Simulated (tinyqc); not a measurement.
# MOS inversion layer, Poisson-Schroedinger loop: effect of the sheet density of electrons

Electrons confined at an insulator interface at z = 0, treated as a hard wall; parabolic valleys, Hartree approximation, no image or exchange terms. The depletion charge lies far deeper than the electrons and gives a uniform field q Nd/(eps0 eps_r); the gate balances all charge. Energies are counted from the band edge at the interface.

Schroedinger equation -(C/mz) psi'' + (V0 + U + dE for set B) psi = E psi, C = hbar^2/(2 m0), psi(0) = 0, on a uniform mesh of 800 nodes with a far wall at 25 nm, 8 levels a set; V0 = q Nd z/(eps0 eps_r); dU/dz = q (Ns - integral of n from 0 to z)/(eps0 eps_r), U(0) = 0; N_k = g md m0 q Vt/(pi hbar^2) ln(1 + exp((EF - E_k)/Vt)), g the number of valleys of the set, sum N_k = Ns. Triangular well: E_k = a_k (C F^2/mz)^(1/3), a_1 = 2.338107, a_2 = 4.087949, C = hbar^2/(2 m0), F in eV/nm. Fang-Howard (all electrons in the lowest level of set A): b^3 = 6 (mz1/C) q (Nd + 11 Ns/32)/(eps0 eps_r), centroid 3/b, level C b^2/(4 mz1) + (3/b) q (Nd + 11 Ns/16)/(eps0 eps_r). The centroid adds 3.9 z_av/eps_r to an oxide-equivalent thickness.

Inputs (values chosen for the exercise); masses and permittivity close to those of silicon (100): temperature T = 77 K; relative permittivity eps_r = 11.9; mass along z of valley set A (2 valley(s)) mz1 = 0.927 m0; in-plane density-of-states mass of set A md1 = 0.192 m0; mass along z of valley set B (4 valley(s)) mz2 = 0.192 m0; in-plane density-of-states mass of set B md2 = 0.415 m0; sheet density of depletion charge Nd = 1.4e12 cm^-2; extra shift of set B (strain) dE = 0 eV.

Constants: q = 1.602176634e-19 C, kB = 1.380649e-23 J/K, hbar = 1.054571817e-34 J s, m0 = 9.1093837015e-31 kg, Vt = kB T/q, eps0 = 8.8541878128e-14 F/cm where lengths are in cm, hbar^2/(2 m0) = 0.0380998212 eV nm^2. Results are converted to the units shown.

Result of one run:
columns A: A1 (meV); B: B1 (meV); C: EF (meV); D: share of A1 (%); E: share of set A (%); F: centroid z_av (nm); G: added oxide equivalent (nm); H: Fang-Howard centroid (nm)
```
A      B    C     D     E     F      G     H
141  199  168  98.9  99.1  1.52  0.499  1.61
```

Which sheet density of electrons Ns gave this result: 1e11, 2.1e11, 9.7e11 or 4.4e12 cm^-2?

Ns = 4.4e12 cm^-2.

The whole series:
columns A: Ns (cm^-2); B: A1 (meV); C: B1 (meV); D: EF (meV); E: share of A1 (%); F: share of set A (%); G: centroid z_av (nm); H: added oxide equivalent (nm); I: Fang-Howard centroid (nm)
```
A          B    C     D     E     F     G      H     I
1e11    64.2  107  48.7  99.2  99.3  1.93  0.634  2.04
2.1e11  66.6  110  56.4  99.3  99.3  1.92  0.628  2.02
4.5e11  71.6  116  67.3  99.3  99.4  1.88  0.616  1.99
9.7e11  82.2  129  84.7  99.3  99.4  1.81  0.592  1.91
2.1e12   103  154   115  99.3  99.4  1.69  0.553  1.79
4.4e12   141  199   168  98.9  99.1  1.52  0.499  1.61
9.4e12   210  284   267  95.8  96.6  1.35  0.442  1.38
2e13     333  443   440  86.4  88.8  1.22  0.401  1.14
```

As Ns goes from 1e11 to 2e13, A1 rises from 64.2 to 333 meV, the share of A1 goes from 99.2 through a maximum of 99.3 (at Ns = 9.7e11 among the rows listed) to 86.4 % and the centroid falls from 1.93 to 1.22 nm. A1 goes as Ns^(0.61) between the last two rows (a triangular well in the field of that charge alone gives 2/3). EF lies more than 2 meV above A1 for Ns = 9.7e11, 2.1e12, 4.4e12, 9.4e12, 2e13. The Fang-Howard centroid is 5.4 % above the full one in the first row, where A1 holds 99.2 %, and 7.0 % below it in the last, where A1 holds 86.4 %.

Program tinyqc, `OMP_NUM_THREADS=1 python tinyqc.py 2160137 2160138 out.jsonl`; Intel Xeon 2.30GHz, shared host, one thread, about 0.7 s.
